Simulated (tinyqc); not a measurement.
Distribution of switching voltages from the rising branch.

Inverse problem. In a Preisach model that starts with all elements at -1, a rising voltage turns to +1 all elements whose up-switching voltage it has passed, and P = Ps (2 F - 1) with F their total weight; the last voltage saturates the film. Find Ps and the weight that switches in each interval, from 0 V up.

P on the way up (uC/cm^2): 1 V -8.402011, 2 V 1.056655, 3 V 9.278998, 4 V 11.000000

Answer. Each step of P divided by 2 Ps is the weight of that interval; the rising branch says nothing of the down-switching voltages.

Ps = 11.00 uC/cm^2
weights: [0.1181, 0.4299, 0.3737, 0.0782]

Computed by the program tinyqc: `OMP_NUM_THREADS=1 python tinyqc.py 2860142 2860143 out.jsonl`, one thread of a shared Intel Xeon 2.30GHz, about 0.01 s for the whole run.
